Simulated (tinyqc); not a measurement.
# Read current of a NAND string, cells in series solved by shooting: read current against the number of cells

Cells in series, numbered from 0 at the source line (0 V) to the bit line, each followed by a gap resistance Rg. A cell with gate Vg, threshold VT, source Vs and drain Vd passes I = 2 nf K Vt^2 [F(Vs) - F(Vd)]/(1 + th max(Vg - VT, 0)), F(V) = ln^2(1 + exp((Vg - VT - nf V)/(2 nf Vt))). The selected cell has Vg = Vr, the others Vg = Vp.

For a trial current I start at 0 V and, cell by cell, solve for the drain: sqrt(F(Vd)) = sqrt(F(Vs) - I/k), k = 2 nf K Vt^2/(1 + th max(Vg - VT, 0)), Vd = [Vg - VT - 2 nf Vt ln(exp(sqrt F) - 1)]/nf, then add I Rg. The string current is the I for which the last node reaches Vbl. The apparent threshold is the Vr at which I = Is. Background: all other cells erased (VT = Ve) or all in the highest state (VT = Vh); ratio and shift are high over erased and high minus erased. The selected cell is in the middle, cell n/2.

Inputs (values chosen for the exercise); values of the order met in vertical NAND strings: temperature T = 358 K; gain factor of a cell K = 20 uA/V^2; slope factor nf = 2; mobility reduction factor th = 0.06 1/V; resistance of the gap between cells Rg = 28 kohm; bit-line voltage Vbl = 0.5 V; pass voltage Vp = 7.4 V; threshold of an erased cell Ve = -0.9 V; threshold of the highest state Vh = 4.2 V; threshold of the selected cell Vx = 2.8 V; sensing current Is = 10 nA; read voltage on the selected word line Vr = 4.73 V.

Constants: q = 1.602176634e-19 C, kB = 1.380649e-23 J/K, Vt = kB T/q. Results are converted to the units shown.

Result of one run:
```
I, others erased (uA)	I, others high (uA)	ratio	apparent VT, erased (V)	apparent VT, high (V)	background shift (mV)
0.2052	0.1549	0.7546	2.721	2.728	6.191
```

Which number of cells n gave this result: 8, 16, 64 or 96?

n = 64.

The whole series:
```
n	I, others erased (uA)	I, others high (uA)	ratio	apparent VT, erased (V)	apparent VT, high (V)	background shift (mV)
8	1.515	1.200	0.7926	2.701	2.702	0.7687
16	0.7926	0.6112	0.7712	2.704	2.705	1.539
32	0.4057	0.3084	0.7602	2.710	2.713	3.084
64	0.2052	0.1549	0.7546	2.721	2.728	6.191
96	0.1374	0.1034	0.7528	2.733	2.743	9.323
128	0.1032	0.07761	0.7518	2.745	2.758	12.48
192	0.06896	0.05178	0.7509	2.769	2.788	18.87
```

With erased neighbours the current falls from 1.51 to 0.0690 uA, as n^(-0.93) between the first two rows and n^(-1.00) between the last two (-1 once the series resistance rules). The ratio falls from 0.793 to 0.751 and the background shift rises from 0.769 to 18.9 mV.

tinyqc, about 1 s, one thread, Intel Xeon 2.30GHz (shared host): `OMP_NUM_THREADS=1 python tinyqc.py 2142262 2142263 out.jsonl`
